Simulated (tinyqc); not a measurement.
Silicon n-p-n transistor, Gummel numbers and transit times: one step of the calculation.

One-dimensional n-p-n transistor in the forward active mode at low injection. In the base p(x) = NB exp(-eta x/wb) and ni(x)^2 = ni^2 exp((g0 + g1 x/wb)/Vt); electrons leave the base at vsat; band spikes at the emitter junction and recombination inside the emitter are ignored.

Question. Gain, Early voltage and collector delay. ni = sqrt(Nc Nv) exp(-Eg/(2 Vt)), Eg in volts; GE = NE exp(-gE/Vt)(we/Dp + 1/Se); JC = J0 exp(VBE/Vt), J0 = q ni^2/GB; gain limited by back injection GE/GB, by base recombination tb/tauB, together 1/beta = the sum of the inverses; collector layer one-sided, Wc = sqrt(2 eps0 eps_r (Vbc + VCB)/(q NC)), Vbc = Vt ln(p(wb) NC/ni^2), Cjc = eps0 eps_r/Wc; Early voltage VA = GB q p(wb)/(f(wb) Cjc [1/Dn - (eta + g1/Vt)/(wb vsat)]), f(wb) = p(wb) exp(-(g0 + g1)/Vt), p(wb) = NB exp(-eta); tauC = Wc/(2 vsat).

Parameters, values chosen for the exercise; band and dielectric values close to those of silicon:
- T = 300 K (temperature)
- Eg = 1.1 eV (band gap)
- eps_r = 11.7 (relative permittivity)
- Nc = 2.75e19 cm^-3 (conduction-band density of states at T)
- Nv = 2.68e19 cm^-3 (valence-band density of states at T)
- vsat = 1.01e7 cm/s (saturation velocity)
- wb = 140 nm (neutral base width)
- NB = 7.3e17 cm^-3 (base doping at the emitter edge)
- eta = 0 (doping falls as exp(-eta x/wb))
- g0 = 0 eV (gap reduction at the emitter edge of the base)
- g1 = 0 eV (further gap reduction across the base (linear))
- Dn = 11 cm^2/s (electron diffusion coefficient in the base)
- NE = 3.3e19 cm^-3 (emitter doping)
- gE = 0.077 eV (gap reduction in the emitter (negative: wider gap))
- we = 76 nm (neutral emitter width)
- Dp = 1.5 cm^2/s (hole diffusion coefficient in the emitter)
- Se = 30000 cm/s (recombination velocity at the emitter contact)
- tb = 3e-7 s (electron lifetime in the base)
- NC = 2.8e16 cm^-3 (collector doping)
- VCB = 0.4 V (collector-base reverse bias)

Constants: q = 1.602176634e-19 C, kB = 1.380649e-23 J/K, Vt = kB T/q, eps0 = 8.8541878128e-14 F/cm where lengths are in cm. Results are converted to the units shown.

GB = 1.0013681e12 s/cm^4
tauB = 10.295230 ps

Find: ni; GE; J0; GE/GB; tb/tauB; beta; Wc; Cjc; VA; tauC.

Answer.

ni = 1.5637e10 cm^-3
GE = 6.4462e13 s/cm^4
J0 = 3.9120e-11 A/cm^2
GE/GB = 64.374
tb/tauB = 29140
beta = 64.232
Wc = 238.22 nm
Cjc = 0.43487 fF/um^2
VA = 40.583 V
tauC = 1.1793 ps

The gain is limited more by back injection into the emitter. beta VA = 2610 V.

Range of the model: Heavy doping makes emitter or base degenerate; gE and g0 are to be read as apparent gap changes that include this.

Program tinyqc, `OMP_NUM_THREADS=1 python tinyqc.py 2320141 2320142 out.jsonl`; Intel Xeon 2.30GHz, shared host, one thread, about 0.01 s.
